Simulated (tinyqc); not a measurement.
## Thermal resistances of a two-die stack

Question. Heat leaves through the lower die only, and the system is linear. Find the resistance R1 from the lower die to the coolant, R2 between the dies, and the rise of the upper die when both are powered.

Values chosen for this exercise:
- P1 = 15 W (power of the lower die)
- P2 = 4.5 W (power of the upper die)

rises of the lower and upper die with only the lower one powered (K): 6.3  6.3
rises of the lower and upper die with only the upper one powered (K): 1.89  3.78

Answer. With only the lower die powered no heat crosses R2, so both dies rise by P1 R1; the difference in the second test is P2 R2; rises add.

R1 = 0.4200 K/W
R2 = 0.4200 K/W
rise of the upper die = 10.08 K

Numbers from tinyqc (`OMP_NUM_THREADS=1 python tinyqc.py 2162202 2162203 out.jsonl`; about 0.05 s on one thread of a shared Intel Xeon 2.30GHz).
